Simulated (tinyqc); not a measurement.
Inside a calculation: Wannier-Stark ladder of a miniband. Values are carried at full precision from step to step, so a last printed digit may differ when a step is redone from the rounded ones.

One state in each well j = -(Nw - 1)/2 ... (Nw - 1)/2: H_jj = j e F d, H_(j,j+1) = -W/4; 1 kV/cm = 0.01 meV/angstrom. In an infinite chain the levels are j e F d and the state of well 0 has amplitude J_j(x) in size on well j, x = W/(2 e F d).

Constants: hbar = 6.58211957e-16 eV s.

Parameters, chosen for this exercise (near those of a GaAs/AlGaAs superlattice; shifted at random, so the results belong to these values and not to a real crystal):
```
symbol  value  unit      meaning
W       6      meV       miniband width
d       102    angstrom  period
F       2      kV/cm     field
Nw      7                wells
```

## Scales

Give e F d, x, the Bloch frequency e F d/(2 pi hbar) and period, and the swing W/(e F) of a wave packet.

e F d = 2.040 meV
x = 1.4706
frequency = 0.493 THz
period = 2.027 ps
swing = 300 angstrom

## The matrix

Fill it in.

H (meV), rows -3, -2, -1, 0, 1, 2, 3 and columns alike:
```
[[-6.120, -1.500, 0, 0, 0, 0, 0],
 [-1.500, -4.080, -1.500, 0, 0, 0, 0],
 [0, -1.500, -2.040, -1.500, 0, 0, 0],
 [0, 0, -1.500, 0, -1.500, 0, 0],
 [0, 0, 0, -1.500, 2.040, -1.500, 0],
 [0, 0, 0, 0, -1.500, 4.080, -1.500],
 [0, 0, 0, 0, 0, -1.500, 6.120]]
```

## Levels and the middle state

Diagonalise; give the levels, their spacings and the weights of the middle level on the wells.

levels (meV): [-7.031, -4.253, -2.058, 0.000, 2.058, 4.253, 7.031]

spacings (meV): [2.779, 2.195, 2.058, 2.058, 2.195, 2.779]

weights: [0.0030, 0.0501, 0.3068, 0.2803, 0.3068, 0.0501, 0.0030]

The spacing in the middle is 1.0086 e F d and at the ends 1.362 e F d; states that reach the ends of the stack are pushed apart.

## Bessel amplitudes

With x = W/(2 e F d): J_j(x)^2 for j = 0 to 5, their running sum over -j ... j, and the spread sqrt(sum j^2 J_j^2) = x/sqrt2. For a hole fixed in well 0 the J_j^2 are the strengths of the optical lines at j e F d.

Weights:
```
j   J_j^2     sum
0  0.2790  0.2790
1  0.3065  0.8920
2  0.0505  0.9931
3  0.0033  0.9998
4  0.0001  1.0000
5  0.0000  1.0000
```

spread = 1.040 periods

The strongest line is j = +/-1.

## Checks

- Weight on well 1 of the middle state of 61 wells against J_1(x)^2: both 0.3065.

Program tinyqc; command `OMP_NUM_THREADS=1 python tinyqc.py 1281720 1281721 out.jsonl`; about 0.01 s on one thread of a shared Intel(R) Xeon(R) Processor @ 2.30GHz.
